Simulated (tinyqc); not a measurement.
Ideality, resistance and saturation current from three points.

Problem. Well above I0 a diode obeys V = n Vt ln(I/I0) + Rs I. Find n, Rs and I0.

Parameters, values chosen for the exercise:
```
symbol,value,unit,meaning
T,400,K,temperature
```

Constants: q = 1.602176634e-19 C, kB = 1.380649e-23 J/K, Vt = kB T/q. Results are converted to the units shown.

I (A): 0.0011  0.013  0.15
V (V): 0.33354699  0.43618507  0.71312925

Solution. The equation is linear in a = n Vt, Rs and c = -a ln I0; three points give a 3 x 3 system.

n = 1.01
Rs = 1.40 ohm
I0 = 7.94e-8 A

Program tinyqc, `OMP_NUM_THREADS=1 python tinyqc.py 2640028 2640029 out.jsonl`; Intel Xeon 2.30GHz, shared host, one thread, about 0.01 s.
